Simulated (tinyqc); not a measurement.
Three-band (Emery) model of a CuO2 plane downfolded to one band: sweeps and comparisons. A value that a table varies takes the place of the one given here.

Electron picture, d at 0 and the oxygen p orbitals at -D; sx = sin(kx a/2), sy = sin(ky a/2). H = [[0, 2 tpd sx, -2 tpd sy], [., -D, -4 tpp sx sy], [., ., -D]], real and symmetric. The top (antibonding) band crosses the Fermi level.

One-band form E = e0 - 2t (cos kx + cos ky) - 4t' cos kx cos ky - 2t'' (cos 2kx + cos 2ky) - 4t''' (cos 2kx cos ky + cos kx cos 2ky), k in 1/a. Each hopping is minus the mean of E cos(m kx) cos(n ky) over a 12 x 12 mesh, k = (j + 1/2) 2 pi/12.

Parameters, chosen for this exercise (out of a larger set: of the size used for cuprate planes; not measured data): D = 2.7 eV (ed - ep); tpd = 1.52 eV (d-p hopping); tpp = 0.55 eV (p-p hopping).

## Ways to reach one band

e0, t, t', t'', t''' (eV): 2.18339  0.49291  -0.00886  0.04228  0.00231

k in pi/a. Second order: 4 tpd^2 (sx^2 + sy^2)/D. Downfolded at a fixed energy: h(E0) = V (E0 - H_pp)^-1 V^T at E0 = the exact level at (1/2,1/2), then linearised, E = E0 + Z (h(E0) - E0), Z = 1/(1 + |(E0 - H_pp)^-1 V^T|^2). Fourier: all four hoppings.

Top band (eV):
```
k           exact  second order  linearised  Fourier
(0,0)      0.0000        0.0000      0.0000   0.0596
(1/2,0)    1.1884        1.7114      1.1356   1.2068
(1,0)      1.9763        3.4228      1.9686   1.9788
(1,1/2)    3.1726        5.1342      3.0889   3.1600
(1,1)      4.0565        6.8456      3.6085   4.0398
(3/4,3/4)  3.5821        5.8431      3.3691   3.5953
(1/2,1/2)  2.3435        3.4228      2.3435   2.3525
(1/4,1/4)  0.8409        1.0025      0.7650   0.8069
```

What does this show, and why?

The band is 4.056 eV wide; second order gives 6.846, a factor 1.69, since 2 tpd/D = 1.13 is not small. It also leaves out tpp, which widens the exact band and so lowers this factor. Linearising about the Fermi region is exact at (1/2,1/2), off by 7.7 meV at (1,0) and 448 meV at worst, far from E0. The four Fourier hoppings err by at most 60 meV, at (0,0).

## What sets t'/t

tpp is varied; points are in units of pi/a. E(1,0) is the saddle point; the filling is the share of a 40 x 40 mesh, k = (j + 1/2) 2 pi/40, below the saddle energy, times two.

One-band values:
```
tpp (eV)  t (eV)  t' (eV)  t'' (eV)    t'/t  E(1,0) - E(1/2,1/2) (eV)  electrons at the saddle
0.05      0.3796   0.0407    0.0258   0.107                   -0.0300                    0.950
0.20      0.4105   0.0271    0.0306   0.066                   -0.1240                    0.945
0.35      0.4440   0.0124    0.0355   0.028                   -0.2240                    0.895
0.50      0.4802  -0.0033    0.0406  -0.007                   -0.3303                    0.845
0.65      0.5192  -0.0203    0.0458  -0.039                   -0.4433                    0.825
0.80      0.5610  -0.0384    0.0512  -0.068                   -0.5631                    0.780
```

What does this show, and why?

t'/t goes from 0.107 to -0.068. With tpp = 0 the band depends on sx^2 + sy^2 alone and the line through the saddle is a nested square, whatever t' says: terms in (cos kx + cos ky)^2 bring t' and t'' in the ratio two to one, higher powers alter it (first row: 0.0407 and 0.0258 eV), so t' - 2t'', which goes from -0.0110 to -0.1409 eV, measures the rounding. Oxygen hopping lowers the saddle against (1/2,1/2), by 0.563 eV in the last row, so the van Hove filling moves from 0.95 to 0.78 electrons (mesh values, coarse by a few hundredths; the nested square holds exactly 1) and the half-filled Fermi line closes around (1,1).

## What each parameter does

Top band at (1,1), (1,0) and (1/2,1/2) in pi/a, and its d weight at (1/2,1/2). Each row changes one parameter from the base and keeps the others.

Results:
```
case            E(1,1) (eV)  E(1,0) (eV)  E(1/2,1/2) (eV)  d weight
base                 4.0565       1.9763           2.3435    0.6272
D = 2.43 eV          4.1857       2.0588           2.4469    0.6068
tpd = 1.368 eV       3.6274       1.7009           2.0506    0.6403
tpp = 0.495 eV       3.9543       1.9763           2.3029    0.6354
```

How do the results move?

The largest shifts from the base row, up to three for each result and ties (the steps differ in size, so this ranks the rows, not the parameters). E(1,1) (eV): tpd -0.4291, D +0.1293, tpp -0.1022. E(1,0) (eV): tpd -0.2753, D +0.0825; unchanged at the printed digits by tpp. E(1/2,1/2) (eV): tpd -0.2929, D +0.1034, tpp -0.0406. d weight: D -0.0204, tpd +0.0131, tpp +0.0081. At (1,0) sy = 0, so tpp does not enter.

tinyqc: `OMP_NUM_THREADS=1 python tinyqc.py 1450024 1450025 out.jsonl`; about 0.03 s, one thread, shared Intel(R) Xeon(R) Processor @ 2.30GHz.
